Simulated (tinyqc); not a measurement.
# Bulk resistivity and mean free path from two films

Question. In the thick-film limit single-crystal films obey rho = rho0 (1 + 3 (1 - ps) lam/(8 d)). Find rho0, lam and the product rho0 lam.

Inputs (values chosen for the exercise): specular share of surface scattering ps = 0.

rho at d = 66 and 280 nm (uohm cm): [2.0760114, 1.7809884]

Answer. rho is a straight line in 1/d: the intercept is rho0 and the slope (3/8)(1 - ps) rho0 lam. Without ps only the product (1 - ps) lam could be found.

rho0 = 1.69 uohm cm
lam = 40.2 nm
rho0 lam = 67.9 uohm cm nm

Program tinyqc, `OMP_NUM_THREADS=1 python tinyqc.py 2100103 2100104 out.jsonl`; Intel Xeon 2.30GHz, shared host, one thread, about 0.01 s.
